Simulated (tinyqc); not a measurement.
RKS/exchange-only LDA in the sto-3g basis, for H4, spin multiplicity 1, step by step. One step of it, computed by the program tinyqc.

Question. Iteration 2: building the Kohn-Sham matrix. J_ij = sum D_kl (ij|kl); F = H + J + V_xc; E = tr D H + tr D J / 2 + E_xc + E_nn.

D after iteration 1:
```
           1H 1s      2H 1s      3H 1s      4H 1s
1H 1s   0.648538   0.640910  -0.040335  -0.123932
2H 1s   0.640910   0.644169   0.043376  -0.040335
3H 1s  -0.040335   0.043376   0.644169   0.640910
4H 1s  -0.123932  -0.040335   0.640910   0.648538
```

core Hamiltonian H = T + V (hartree):
```
           1H 1s      2H 1s      3H 1s      4H 1s
1H 1s  -1.350217  -0.981208  -0.052468  -0.007479
2H 1s  -0.981208  -1.485464  -0.246412  -0.052468
3H 1s  -0.052468  -0.246412  -1.485464  -0.981208
4H 1s  -0.007479  -0.052468  -0.981208  -1.350217
```

Two-electron integrals (ij|kl) in chemists' order, unique and non-zero (hartree):
```
(11|11) 0.774606   (21|11) 0.351332   (21|21) 0.197388   (22|11) 0.507276
(22|21) 0.351332   (22|22) 0.774606   (31|11) 0.009919   (31|21) 0.006480
(31|22) 0.013822   (31|31) 0.000325   (32|11) 0.040347   (32|21) 0.028325
(32|22) 0.066160   (32|31) 0.001728   (32|32) 0.009961   (33|11) 0.187429
(33|21) 0.123541   (33|22) 0.275752   (33|31) 0.009919   (33|32) 0.066160
(33|33) 0.774606   (41|11) 0.000996   (41|21) 0.000677   (41|22) 0.001520
(41|31) 0.000040   (41|32) 0.000228   (41|33) 0.001520   (41|41) 0.000005
(42|11) 0.006251   (42|21) 0.004296   (42|22) 0.009919   (42|31) 0.000287
(42|32) 0.001728   (42|33) 0.013822   (42|41) 0.000040   (42|42) 0.000325
(43|11) 0.088941   (43|21) 0.057099   (43|22) 0.123541   (43|31) 0.004296
(43|32) 0.028325   (43|33) 0.351332   (43|41) 0.000677   (43|42) 0.006480
(43|43) 0.197388   (44|11) 0.141642   (44|21) 0.088941   (44|22) 0.187429
(44|31) 0.006251   (44|32) 0.040347   (44|33) 0.507276   (44|41) 0.000996
(44|42) 0.009919   (44|43) 0.351332   (44|44) 0.774606
```

nuclear repulsion = 1.95280829 hartree

V_xc (hartree):
```
           1H 1s      2H 1s      3H 1s      4H 1s
1H 1s  -0.377111  -0.202579  -0.006799  -0.000798
2H 1s  -0.202579  -0.379539  -0.035694  -0.006799
3H 1s  -0.006799  -0.035694  -0.379539  -0.202579
4H 1s  -0.000798  -0.006799  -0.202579  -0.377111
```

E_xc = sum of w rho eps_xc = -1.12444311 hartree

Give: Coulomb J; Kohn-Sham matrix F; total energy of this density.

Answer.

Coulomb J (hartree):
```
        1H 1s   2H 1s   3H 1s   4H 1s
1H 1s  1.6080  0.9191  0.0397  0.0050
2H 1s  0.9191  1.7393  0.2107  0.0397
3H 1s  0.0397  0.2107  1.7393  0.9191
4H 1s  0.0050  0.0397  0.9191  1.6080
```

Kohn-Sham matrix F (hartree):
```
         1H 1s    2H 1s    3H 1s    4H 1s
1H 1s  -0.1193  -0.2647  -0.0196  -0.0033
2H 1s  -0.2647  -0.1257  -0.0714  -0.0196
3H 1s  -0.0196  -0.0714  -0.1257  -0.2647
4H 1s  -0.0033  -0.0196  -0.2647  -0.1193
```

total energy of this density = -2.016612 hartree
